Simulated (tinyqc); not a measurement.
p-type polysilicon, carrier trapping at grain boundaries: two steps of the calculation.

One-dimensional grains of size Lg, uniform ionised doping N, monovalent traps Qt at each boundary at a depth Et below (for electrons) or above (for holes) the band edge there, abrupt depletion of width W on each side of a boundary, Boltzmann statistics. xi is the distance from the band edge at the grain centre to the Fermi level. Trapped charge Qt/(1 + exp((xi + VB - Et)/Vt)) = 2 N W, barrier VB = q N W^2/(2 eps0 eps_r).

Values chosen for this exercise; values of the order met in polycrystalline silicon: temperature T = 300 K; relative permittivity eps_r = 11.7; valence-band density of states at T NB = 2.65e19 cm^-3; grain size Lg = 31 nm; trap density of a grain boundary Qt = 2.5e12 cm^-2; depth of the trap level from the majority band edge at the boundary Et = 0.39 eV; doping N = 5.3e18 cm^-3.

Constants: q = 1.602176634e-19 C, kB = 1.380649e-23 J/K, Vt = kB T/q, eps0 = 8.8541878128e-14 F/cm where lengths are in cm. Results are converted to the units shown.

Problem 1. New W. Partly depleted grain, xi = Vt ln(NB/N): f = 1/(1 + exp((xi + VB - Et)/Vt)), g = Qt f - 2 N W, g' = -2 Qt f (1 - f) VB/(W Vt) - 2 N, W(new) = W - g/g'.

W at the start = 1.4 nm

Give: VB; f; g; g'; W after iteration 1.

Solution 1.

VB = 0.008033 V
f = 1.000
g = 1.016e12 cm^-2
g' = -1.060e12 cm^-2/nm
W after iteration 1 = 2.358 nm

Problem 2. Depletion width, Fermi level and barrier. If the trap equation with xi = Vt ln(NB/N) has a root W < Lg/2, the grain is partly depleted; otherwise W = Lg/2 and the trap equation gives xi = Et - VB + Vt ln(Qt/(N Lg) - 1). N* = Qt/Lg.

Wanted: N*; W; xi; VB; share of traps filled.

Solution 2.

N* = 8.0645e17 cm^-3
W = 2.3585 nm
xi = 0.041607 V
VB = 0.022797 V
share of traps filled = 1.0000

N is 6.57 N*, and the grain is partly depleted; VB = 0.882 Vt.

Program tinyqc, `OMP_NUM_THREADS=1 python tinyqc.py 2830081 2830082 out.jsonl`; Intel Xeon 2.30GHz, shared host, one thread, about 0.01 s.
